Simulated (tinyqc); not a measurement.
MOSFET in the linear regime without short-channel effects, parameter extraction from computed curves: two steps of the calculation.

Inversion charge Q = Cox n Vt W0(exp((Vg - VT)/(n Vt))), W0 the Lambert function and n = nf; u = Q/Cox; mobility mu = mu0/(1 + th1 u + th2 u^2); channel resistance Rch = (L - dL)/(W mu Q); Id = Vd/(Rch + Rsd/W). Cox = eps0 eox/tox. Small Vd, no channel-length or drain effects.

Parameters, values chosen for the exercise; channel values of the order met in silicon transistors:
- T = 77 K (temperature)
- eox = 8.77 (relative permittivity of the gate insulator (close to aluminium oxide))
- tox = 5.2 nm (insulator thickness)
- mu0 = 330 cm^2/(V s) (low-field mobility)
- th1 = 0.44 1/V (first mobility attenuation factor)
- th2 = 0 1/V^2 (second mobility attenuation factor)
- VT = 0.23 V (threshold voltage)
- nf = 1.31 (body factor)
- W = 0.5 um (gate width)
- L = 1.1 um (drawn gate length)
- dL = 0.011 um (drawn less effective length)
- Rsd = 160 ohm um (source plus drain resistance)
- Vd = 0.02 V (drain voltage)

Constants: q = 1.602176634e-19 C, kB = 1.380649e-23 J/K, Vt = kB T/q, eps0 = 8.8541878128e-14 F/cm where lengths are in cm. Results are converted to the units shown.

Problem 1. Transfer curve. u, mu, Rch and Id as defined.

```
point,Vg (V)
0,0.03
1,0.13
2,0.23
3,0.33
4,0.43
5,0.53
6,0.63
7,0.73
8,0.83
```

Find: u; mu; Rch; Id.

Solution 1.

```
point,u (V),mu (cm^2/(V s)),Rch (ohm),Id (uA)
0,8.8413e-13,330.00,4.9990e15,4.0008e-12
1,8.7664e-8,330.00,5.0417e10,3.9669e-7
2,0.0049298,329.29,8.9849e5,0.022252
3,0.080638,318.69,56755,0.35042
4,0.17395,306.54,27352,0.72275
5,0.27013,294.94,18306,1.0737
6,0.36745,284.07,13973,1.3993
7,0.46540,273.91,11441,1.7005
8,0.56373,264.41,9784.8,1.9792
```

Problem 2. Threshold and mobility at the peak transconductance. gm_i = (Id_(i+1) - Id_(i-1))/(Vg_(i+1) - Vg_(i-1)); at the point j of largest gm the tangent meets the axis at V_ext = Vg_j - Id_j/gm_j; field-effect mobility gm_j L/(W Cox Vd) with the drawn L.

```
point,Vg (V),Id (uA)
0,0.03,4.0007865e-12
1,0.13,3.9669001e-7
2,0.23,0.022251695
3,0.33,0.35041700
4,0.43,0.72274603
5,0.53,1.0737473
6,0.63,1.3993112
7,0.73,1.7004808
8,0.83,1.9792484
```

Wanted: gm; j; V_ext; field-effect mobility.

Solution 2.

```
point,gm (uS)
1,0.11126
2,1.7521
3,3.5025
4,3.6167
5,3.3828
6,3.1337
7,2.8997
```

j = 4
V_ext = 0.23016 V
field-effect mobility = 266.41 cm^2/(V s)

V_ext is 0.16 mV above the model VT, and the mobility so found is 20 % below mu0 L/(L - dL) = 333 cm^2/(V s), the value for the drawn L; attenuation, series resistance and the slow approach of Q to a straight line all lower the peak gm.

Numbers from tinyqc (`OMP_NUM_THREADS=1 python tinyqc.py 2210159 2210160 out.jsonl`; about 0.01 s on one thread of a shared Intel Xeon 2.30GHz).
